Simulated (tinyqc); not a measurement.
# Changing the temperature T

Model: Heisenberg magnet: exchange from energy differences, ordering vector, linear spin waves and ordering temperature. Computed by tinyqc, a small Python program. Command: `OMP_NUM_THREADS=1 python tinyqc.py 3017565 3017566 out.jsonl magnon sweep`. One thread of a shared host (Intel(R) Xeon(R) Processor @ 2.30GHz), about 1 s of CPU time with the checks.

H = -sum over pairs <ij> J_ij S_i.S_j - K sum_i (S_i^z)^2, each pair once, J > 0 ferromagnetic. First neighbours: 8 at a (0.5, 0.5, 0.5), second: 6 at a (1, 0, 0), with all permutations and signs.

Inputs (values chosen for the exercise, for a model magnet):
```
quantity                 value  unit
exchange J1               9.44   meV
exchange J2               0.95   meV
spin S                       1     -
single-ion anisotropy K    0.2   meV
mesh divisions n            20     -
```

Lattice: bcc. Order: ferromagnetic.

Constants: k_B = 8.617333262e-05 eV/K.

Method:
- J(q) = J1 g1(q) + J2 g2(q), g_s(q) = sum over shell s of cos(q.R).
- g_s(q) = sum over shell s of cos(q.R), z1 = g1(0). E(q) = S [J(0) - J(q)] + (2S - 1) K, J(q) = J1 g1 + J2 g2. The factor 2S - 1 removes the anisotropy for S = 1/2.
- Mesh: q = sum_i (m_i + 1/2)/n b_i, m_i = 0..n-1, b = [[0, 1, 1], [1, 0, 1], [1, 1, 0]] in 2 pi/a; <..> is the mean over the mesh.
- n = 1/(exp(E/(k_B T)) - 1); no zero-point loss; thermal loss <n>; moment = S less the losses.

One run for each value:
```
temperature T (K)  thermal loss  moment <S^z>
130                     0.02997       0.97003
170                     0.04881       0.95119
200                     0.06612       0.93388
250                     0.10077       0.89923
310                     0.15069       0.84931
390                     0.22817       0.77183
480                     0.32581       0.67419
600                     0.46711       0.53289
```

What does the table show, and why?

Over the rows, thermal loss rises from 0.0300 to 0.467 (exponent d ln y / d ln x 1.8 between the first rows and 1.6 between the last); moment <S^z> falls from 0.970 to 0.533 (exponent d ln y / d ln x -0.073 between the first rows and -1.1 between the last). Bloch's law for a gapless three-dimensional ferromagnet has the exponent 3/2; a gap or a coarse mesh steepens the low rows, and once k_B T nears the band width the exponent sinks towards 1.

Caution (rows 310, 390, 480, 600): with so many magnons their interaction matters and linear theory fails.
